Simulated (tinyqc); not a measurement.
Worked calculation: sp3 tight binding, zinc-blende lattice. One step of it, computed by the program tinyqc.

Task: Levels at G. Diagonalise the Hermitian matrix.

H(k) at G (eV), order a s, a px, a py, a pz, c s, c px, c py, c pz:
$$\begin{pmatrix}
-12.080000 & 0.000000 & 0.000000 & 0.000000 & -6.143426 & 0.000000 & 0.000000 & 0.000000 \\
0.000000 & -6.330000 & 0.000000 & 0.000000 & 0.000000 & 1.489315 & 0.000000 & 0.000000 \\
0.000000 & 0.000000 & -6.330000 & 0.000000 & 0.000000 & 0.000000 & 1.489315 & 0.000000 \\
0.000000 & 0.000000 & 0.000000 & -6.330000 & 0.000000 & 0.000000 & 0.000000 & 1.489315 \\
-6.143426 & 0.000000 & 0.000000 & 0.000000 & -10.770000 & 0.000000 & 0.000000 & 0.000000 \\
0.000000 & 1.489315 & 0.000000 & 0.000000 & 0.000000 & -5.650000 & 0.000000 & 0.000000 \\
0.000000 & 0.000000 & 1.489315 & 0.000000 & 0.000000 & 0.000000 & -5.650000 & 0.000000 \\
0.000000 & 0.000000 & 0.000000 & 1.489315 & 0.000000 & 0.000000 & 0.000000 & -5.650000
\end{pmatrix}$$

Give: eigenvalues.

Result:

eigenvalues (eV): [-17.603, -7.518, -7.518, -7.518, -5.247, -4.462, -4.462, -4.462]
